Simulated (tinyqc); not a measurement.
## Composition from the perpendicular lattice constant

Inverse problem. The layer is x parts of the first compound and 1 - x of the second, grown coherently on the second as substrate and barrier. Rows of the table: lattice constant a, average valence level Ea on an absolute scale, spin-orbit splitting so, gaps at Gamma, X and L, hydrostatic deformation potentials av and ac (Gamma), shear potential b, elastic constants, electron and heavy-hole (along z) masses. All are interpolated linearly in x; gaps get -C x (1 - x), taken wholly in the conduction band; real line-ups can differ from this model by 0.1 eV or more. In-plane strain e = (a_substrate - a)/a, e_z = -2 (c12/c11) e, volume change 2 e + e_z. X-ray diffraction gives a_z = a (1 + e_z) of the coherent layer. Find x, e and the relaxed Gamma gap.

Inputs (values chosen for the exercise):
```
symbol,value,unit,meaning
CG,0.1,eV,bowing of the Gamma gap
CX,0.27,eV,bowing of the X gap
CL,0.27,eV,bowing of the L gap
```

Binary compounds, values chosen for the exercise:

|  | close to InAs | close to InP |
|---|---|---|
| a (angstrom) | 6.058 | 5.869 |
| Ea (eV) | -6.67 | -7.04 |
| so (eV) | 0.382 | 0.109 |
| EG (eV) | 0.352 | 1.36 |
| EX (eV) | 1.39 | 2.21 |
| EL (eV) | 1.07 | 1.94 |
| av (eV) | 1.01 | 1.26 |
| ac (eV) | -5.05 | -5.09 |
| b (eV) | -1.79 | -1.7 |
| c11 (GPa) | 82.4 | 101 |
| c12 (GPa) | 45.4 | 56.5 |
| me (m0) | 0.0232 | 0.08 |
| mh (m0) | 0.326 | 0.532 |

lattice constant along the growth direction = 5.93300426 angstrom

Answer. a_z changes steadily with x, about (1 + 2 c12/c11) times as fast as the relaxed lattice constant, so one composition matches.

x = 0.1600
e = -0.5126 %
relaxed Gamma gap = 1.185 eV

Program tinyqc, `OMP_NUM_THREADS=1 python tinyqc.py 2690167 2690168 out.jsonl`; Intel Xeon 2.30GHz, shared host, one thread, about 0.01 s.
